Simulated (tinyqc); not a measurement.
What moves the results: quaternary alloy A(x)B(1-x)C(y)D(1-y) matched to a substrate. A value that a table varies takes the place of the one given here.

Q(x,y) = x y Q_AC + x (1 - y) Q_AD + (1 - x) y Q_BC + (1 - x)(1 - y) Q_BD for the lattice constant. Gap, rule 1: Q(x,y) - x (1 - x)[y C_ABC + (1 - y) C_ABD] - y (1 - y)[x C_ACD + (1 - x) C_BCD]. Rule 2 (mean of ternaries): {x (1 - x)[y T_ABC(x) + (1 - y) T_ABD(x)] + y (1 - y)[x T_ACD(y) + (1 - x) T_BCD(y)]}/{x (1 - x) + y (1 - y)}, T_ABC(x) = x E_AC + (1 - x) E_BC - C_ABC x (1 - x), T_ACD(y) = y E_AC + (1 - y) E_AD - C_ACD y (1 - y), and alike. Only the Gamma valley is followed.

Matching a(x,y) = a_s gives x = (a_s - y a_BC - (1 - y) a_BD)/(y (a_AC - a_BC) + (1 - y)(a_AD - a_BD)).
Constants: hc = 1239.841984 eV nm.

Values chosen for the exercise (AC, AD, BC, BD near GaAs, GaSb, InAs and InSb; substrate near GaSb; the results hold for these values, not for the real material): a = (5.654, 6.098, 6.067, 6.475) angstrom (lattice constants of AC, AD, BC, BD); Eg = (1.538, 0.822, 0.422, 0.232) eV (gaps at Gamma of AC, AD, BC, BD); Cb = (0.461, 0.38, 1.497, 0.62) eV (bowing of ABC, ABD, ACD, BCD); a_s = 6.098 angstrom (substrate); y = 0.1 (fraction of C).

## Along the matched line

x follows from y.

Results:

| y | x | bilinear (eV) | rule 1 (eV) | rule 2 (eV) | wavelength 1 (nm) | wavelength 2 (nm) |
|---|---|---|---|---|---|---|
| 0.01 | 0.9882 | 0.8222 | 0.8030 | 0.8130 | 1544 | 1525 |
| 0.12 | 0.8603 | 0.8167 | 0.6247 | 0.7238 | 1985 | 1713 |
| 0.24 | 0.7237 | 0.7959 | 0.4872 | 0.6450 | 2545 | 1922 |
| 0.35 | 0.6011 | 0.7638 | 0.4049 | 0.5865 | 3062 | 2114 |
| 0.46 | 0.4810 | 0.7196 | 0.3566 | 0.5383 | 3476 | 2303 |
| 0.57 | 0.3634 | 0.6636 | 0.3350 | 0.4974 | 3701 | 2493 |
| 0.68 | 0.2480 | 0.5962 | 0.3328 | 0.4606 | 3725 | 2692 |
| 0.80 | 0.1247 | 0.5100 | 0.3448 | 0.4210 | 3596 | 2945 |
| 0.91 | 0.0140 | 0.4198 | 0.3618 | 0.3746 | 3427 | 3310 |

How do the results move?

The matched alloys span 0.333 to 0.803 eV by rule 1, with the lowest value inside the range, at y = 0.68. Along the line dx/dy is -1.163 between the first two rows and -1.007 between the last two. In energy the two rules differ most at y = 0.46, by 182 meV (1173 nm there), which measures how far the ternary data leave the interior open. Miscibility gaps are not considered.

## What each parameter does

x is matched anew each time. Each row changes one parameter from the base and keeps the others.

Results:

| case | x | rule 1 (eV) | rule 2 (eV) |
|---|---|---|---|
| base | 0.8833 | 0.6531 | 0.7388 |
| y = 0.11 | 0.8718 | 0.6387 | 0.7312 |
| a_s = 6.102 angstrom | 0.8728 | 0.6441 | 0.7323 |
| Cb = (0.553, 0.456, 1.796, 0.744) eV | 0.8833 | 0.6201 | 0.7228 |
| Eg = (1.588, 0.822, 0.422, 0.232) eV | 0.8833 | 0.6575 | 0.7432 |
| a = (5.664, 6.098, 6.067, 6.475) angstrom | 0.8857 | 0.6551 | 0.7402 |

How do the results move?

The largest shifts from the base row, up to three for each result and ties (the steps differ in size, so this ranks the rows, not the parameters). x: y -0.0115, a_s -0.0105, a +0.0023; unchanged at the printed digits by Cb and Eg. rule 1 (eV): Cb -0.0331, y -0.0144, a_s -0.0090. rule 2 (eV): Cb -0.0160, y -0.0075, a_s -0.0065.

Program tinyqc; command `OMP_NUM_THREADS=1 python tinyqc.py 1080625 1080626 out.jsonl`; about 0.01 s on one thread of a shared Intel(R) Xeon(R) Processor @ 2.30GHz.
